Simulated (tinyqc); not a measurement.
Worked calculation: six-band hole subbands of a thin body in a field. Values are carried at full precision from step to step, so a last printed digit may differ when a step is redone from the rounded ones.

Constants: hbar^2/2m0 = 3.80998211 eV angstrom^2.

Values chosen for the exercise (near those of a p-type Ge channel; shifted at random, so the results belong to these values and not to a real crystal):
```
symbol  value                 unit        meaning
S       (9.78, -2.62, 15.24)  1/TPa       compliances s11, s12, s44
sx      1                     GPa         stress along the channel [1-10], negative in compression
b       -2.56                 eV          tetragonal potential
d       -5.35                 eV          trigonal potential
g1      13.36                             Luttinger gamma1
g2      4.23                              gamma2
g3      5.69                              gamma3
face    110                               surface
Dso     0.285                 eV          spin-orbit splitting
t       30                    angstrom    body thickness
F       0.8                   MV/cm       field across the body
kmax    0.06                  1/angstrom  end of the path
```

## Strain and its block

exx = eyy = (s11 + s12) sx/2, ezz = s12 sx, exy = -s44 sx/4 (1 GPa/TPa = 1e-3). With e0 the traceless part, B_XX = 2b e0xx - b (e0yy + e0zz) and B_XY = sqrt(3) d exy.

strain, rows x, y, z and columns alike:
```
[[0.003580, -0.003810, 0],
 [-0.003810, 0.003580, 0],
 [0, 0, -0.002620]]
```

B (eV), rows X, Y, Z and columns alike:
```
[[-0.01587, 0.03531, 0],
 [0.03531, -0.01587, 0],
 [0, 0, 0.03174]]
```

## Confinement masses without spin-orbit coupling

C(n n^T)/c has C_XX = (g1 + 4 g2) nx^2 + (g1 - 2 g2)(ny^2 + nz^2) and C_XY = 6 g3 nx ny, n the unit normal; its eigenvalues are the inverse masses along n.

C(n n^T)/c, rows X, Y, Z and columns alike:
```
[[17.5900, 17.0700, 0],
 [17.0700, 17.5900, 0],
 [0, 0, 4.9000]]
```

masses (m0): [1.9231, 0.2041, 0.0289]

The heaviest mass, 1.92, comes from a near cancellation among the gammas, so a few per cent in them move it strongly.

## The matrix for one sine at q = 0

Basis X, Y, Z times spin, hole energies counted downwards from the unstrained edge (the hydrostatic shift is left out), c = hbar^2/2m0. For a symmetric tensor T let C(T) have C_XX = L Txx + M (Tyy + Tzz), C_XY = N Txy (cyclic), L = c (g1 + 4 g2), M = c (g1 - 2 g2), N = 6 c g3. k = q + kz n, n the unit normal, q = k1 u + k2 v with u along the channel [1-10] and v = n x u. H = C(k k^T) + (Dso/3)(1 - L.sigma) - B + e F z with (L_k)_ij = -i epsilon_kij; B is the block C built from the traceless strain with 2b, -b and sqrt(3) d in place of L, M, N. Strain: exx = eyy = (s11 + s12) sx/2, ezz = s12 sx, exy = -s44 sx/4. Hard walls at z = 0 and t; basis sin(j pi z/t), j = 1 to Nz: kz^2 = (j pi/t)^2, kz = -i D with D_jl = 4 j l/(t (j^2 - l^2)), z_jj = t/2 and z_jl = -8 t j l/(pi (j^2 - l^2))^2 for j + l odd; 1 MV/cm = 0.01 eV/angstrom.

Nz = 1, in meV.

H (meV), rows X+, Y+, Z+, X-, Y-, Z- and columns alike:
```
[[965.80, 677.90+95.00i, 0, 0, 0, -95.00],
 [677.90-95.00i, 965.80, 0, 0, 0, 95.00i],
 [0, 0, 387.98, 95.00, -95.00i, 0],
 [0, 0, 95.00, 965.80, 677.90-95.00i, 0],
 [0, 0, 95.00i, 677.90+95.00i, 965.80, 0],
 [-95.00, -95.00i, 0, 0, 0, 387.98]]
```

## Its levels

Diagonalise; the levels come in pairs. Give each pair and its weights on X, Y, Z, summed over spin and averaged over the pair.

levels (meV): [229.79, 431.35, 1658.45]

weights, rows X, Y, Z; columns pair 1, pair 2, pair 3:
```
[[0.373, 0.130, 0.497],
 [0.373, 0.130, 0.497],
 [0.254, 0.740, 0.006]]
```

## More sines

The four lowest pairs at q = 0.

Hole energies (meV):
```
Nz  pair 1  pair 2   pair 3   pair 4
1   229.79  431.35  1658.45        -
2   216.24  348.36   431.78  1016.51
4   215.21  332.24   429.98   460.11
8   215.20  332.14   429.96   459.64
16  215.20  332.14   429.96   459.64
```

One sine is 14.59 meV off in the top subband, since the field mixes the sines. The second pair lies 116.9 meV deeper.

## Dispersion of the top subband

Nz = 14; the two lowest levels (spin-split where the field breaks inversion), in meV from their value at q = 0.

Energies (meV):
```
|q| (1/angstrom)     u a     u b    v a    v b
0.015              19.45   21.37   7.21   7.40
0.030              74.62   75.38  26.79  27.21
0.045             135.15  146.49  53.86  56.18
0.060             185.93  197.18  86.34  91.85
```

From the mean of each pair in the first row, c q^2/E gives 0.04 m0 along u and 0.12 m0 along v. The largest distance between a and b in the table is 11.34 meV. These masses hold for the first row only: the band bends further out.

## Checks

- Top level at q = 0 on (001) without field and stress against c (g1 - 2 g2)(pi/t)^2, eV: both 0.20473.
- Hermiticity, and E(q) against E(-q): they agree to 1e-10 or better.

(tinyqc, `OMP_NUM_THREADS=1 python tinyqc.py 1281679 1281680 out.jsonl`, Intel(R) Xeon(R) Processor @ 2.30GHz, 1 thread, shared host, about 0.5 s.)
